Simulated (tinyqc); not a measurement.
Inside a calculation. Model: electron continuity equation in a given potential, Scharfetter-Gummel discretisation.

tinyqc, about 0.01 s, one thread, Intel Xeon 2.30GHz (shared host): `OMP_NUM_THREADS=1 python tinyqc.py 2220135 2220136 out.jsonl` Printed values are rounded.

Steady state in one dimension: J = q mu n E + q D dn/dx with E = -dpsi/dx and D = mu Vt, dJ/dx = 0, fixed densities nL and nR at the ends. The potential is given, psi = 0 for x < L/2 and U (2 x/L - 1) beyond, and is not changed by the electrons.

Values chosen for this exercise; mobility close to that of gallium phosphide at room temperature:
```
symbol   value        unit                               meaning
T          250           K                           temperature
mu         248  cm^2/(V s)                     electron mobility
L          1.8          um                  length of the region
nL      2.3e13       cm^-3                      density at x = 0
nR      2.8e14       cm^-3                      density at x = L
U       -0.075           V  potential difference psi(L) - psi(0)
```

Constants: q = 1.602176634e-19 C, kB = 1.380649e-23 J/K, Vt = kB T/q. Results are converted to the units shown.

## Potential on the mesh

8 equal intervals, h = L/8; psi = 0 for x < L/2 and U (2 x/L - 1) beyond.

| node | psi (V) |
|---|---|
| 0 | 0.0000000 |
| 1 | 0.0000000 |
| 2 | 0.0000000 |
| 3 | 0.0000000 |
| 4 | 0.0000000 |
| 5 | -0.0187500 |
| 6 | -0.0375000 |
| 7 | -0.0562500 |
| 8 | -0.0750000 |

## Bernoulli factors

d_i = (psi_(i+1) - psi_i)/Vt; B(d) = d/(exp(d) - 1), B(0) = 1. The flux on interval i is J_i = (q D/h) [n_(i+1) B(d_i) - n_i B(-d_i)].

| interval | d_i | B(d_i) | B(-d_i) |
|---|---|---|---|
| 0 | 0.000000 | 1 | 1 |
| 1 | 0.000000 | 1 | 1 |
| 2 | 0.000000 | 1 | 1 |
| 3 | 0.000000 | 1 | 1 |
| 4 | -0.870339 | 1.49751 | 0.627172 |
| 5 | -0.870339 | 1.49751 | 0.627172 |
| 6 | -0.870339 | 1.49751 | 0.627172 |
| 7 | -0.870339 | 1.49751 | 0.627172 |

The largest |d_i| is 0.870, below 2, so central differences would also keep densities positive.

## Tridiagonal system for the inner nodes

Row i (1 to 7): B(-d_(i-1)) n_(i-1) + b_i n_i + B(d_i) n_(i+1) = f_i with b_i = -B(-d_i) - B(d_(i-1)) and f_i = 0; the known end values are moved to the right: f_1 loses B(-d_0) nL and f_7 loses B(d_7) nR. h = L/8, D = mu Vt.

| node | diagonal b | right side f (cm^-3) |
|---|---|---|
| 1 | -2 | -2.3e13 |
| 2 | -2 | 0 |
| 3 | -2 | 0 |
| 4 | -1.62717 | 0 |
| 5 | -2.12468 | 0 |
| 6 | -2.12468 | 0 |
| 7 | -2.12468 | -4.19303e14 |

## Densities and current

B(d) = d/(exp(d) - 1) with d_i = (psi_(i+1) - psi_i)/Vt; b and f are the diagonal and right side of the balance equations. Solve B(-d_(i-1)) n_(i-1) + b_i n_i + B(d_i) n_(i+1) = f_i (end values already in f), then J_i = (q D/h) [n_(i+1) B(d_i) - n_i B(-d_i)], h = L/8, D = mu Vt.

| node | n (cm^-3) |
|---|---|
| 0 | 2.3e13 |
| 1 | 2.48838e14 |
| 2 | 4.74677e14 |
| 3 | 7.00515e14 |
| 4 | 9.26354e14 |
| 5 | 5.38775e14 |
| 6 | 3.76453e14 |
| 7 | 3.08471e14 |
| 8 | 2.8e14 |

| interval | J (A/cm^2) |
|---|---|
| 0 | 8.59192 |
| 1 | 8.59192 |
| 2 | 8.59192 |
| 3 | 8.59192 |
| 4 | 8.59192 |
| 5 | 8.59192 |
| 6 | 8.59192 |
| 7 | 8.59192 |

Without sources J is the same on every interval. A mesh 200 times finer gives the same densities: for a potential that is linear on each interval and no sources the scheme is exact.
